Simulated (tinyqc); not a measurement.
Surface photovoltage measurement of the minority-carrier diffusion length in a wafer. Changing the diffusion length L. Computed by tinyqc, a small Python program. Command: `OMP_NUM_THREADS=1 python tinyqc.py 3130490 3130491 out.jsonl spv sweep`. One thread of a shared host (Intel(R) Xeon(R) Processor @ 2.30GHz), about 0.02 s of CPU time with the checks.

Low injection, steady light, a depletion layer much thinner than 1/alpha and L. The excess density dn is taken at the front edge of the neutral region; light that reaches the back is lost.

Inputs (values chosen for the exercise, modelled on p-type silicon at room temperature):
```
quantity                                             value        unit
wafer thickness W                                      300  micrometre
diffusivity D                                           24      cm^2/s
front recombination velocity S_f                     15000        cm/s
back recombination velocity S_b                       2000        cm/s
photon flux entering                                 1e+13  1/(cm^2 s)
minority density at the surface barrier scale n_0  8.4e+09      1/cm^3
temperature T                                          298           K
wavelength                                             925          nm
relative noise of each reading                           1           %
```

normal deviates g for the noise: 1.35  -0.16  -0.86  -0.91  -1.29  -0.05  1.65

Constants: k_B = 8.617333262e-05 eV/K.

Method:
- alpha = (84.732/lambda - 76.417)^2 per cm with lambda in micrometre (an empirical fit for silicon between 0.7 and 1.05 micrometre).
- Thick wafer: dn = Phi L/((S_f + D/L)(L + 1/alpha)). Finite wafer, with s = S_b L/D, w = W/L, a = alpha L: dn = [Phi a/(a^2 - 1)] [a - B - exp(-alpha W)(a - s)/(cosh w + s sinh w)]/(S_f + B D/L), B = (sinh w + s cosh w)/(cosh w + s sinh w).
- Photovoltage V = (k_B T/e) ln(1 + dn/n_0). Lifetime = L^2/D.
- Readings y = (Phi/dn) (1 + noise x g) at 780, 830, 880, 920, 950, 975 and 995 nm; a least-squares line y = c (1/alpha + L_app) gives L_app = intercept/slope.

One run for each value; columns: (1) diffusion length L (micrometre); (2) apparent length L_app (micrometre); (3) error of L_app (rounded to 0.001) (%); (4) dn, finite wafer (1/cm^3); (5) B:
```
(1)     (2)      (3)        (4)    (5)
8       7.2   -9.670  3.461e+07  1.000
15     14.1   -6.110  8.290e+07  1.000
29     27.8   -4.228  1.722e+08  1.000
54     52.1   -3.449  2.852e+08  1.000
100    96.0   -4.040  4.010e+08  1.000
190   164.9  -13.190  4.969e+08  1.019
370   227.8  -38.442  5.498e+08  1.224
700   256.1  -63.410  5.680e+08  1.858
1300  265.6  -79.572  5.735e+08  3.200
2500  268.5  -89.259  5.751e+08  6.007
```

Over the rows, apparent length L_app (micrometre) rises from 7.23 to 269 (exponent d ln y / d ln x 1.1 between the first rows and 0.017 between the last); error of L_app (rounded to 0.001) (%) goes from -9.67 through a maximum among these rows, -3.45 at 54.0, to -89.3; dn, finite wafer (1/cm^3) rises from 3.46e7 to 5.75e8 (exponent d ln y / d ln x 1.4 between the first rows and 0.0045 between the last).

Extremes, crossings and ranges named in words are read from the listed rows.
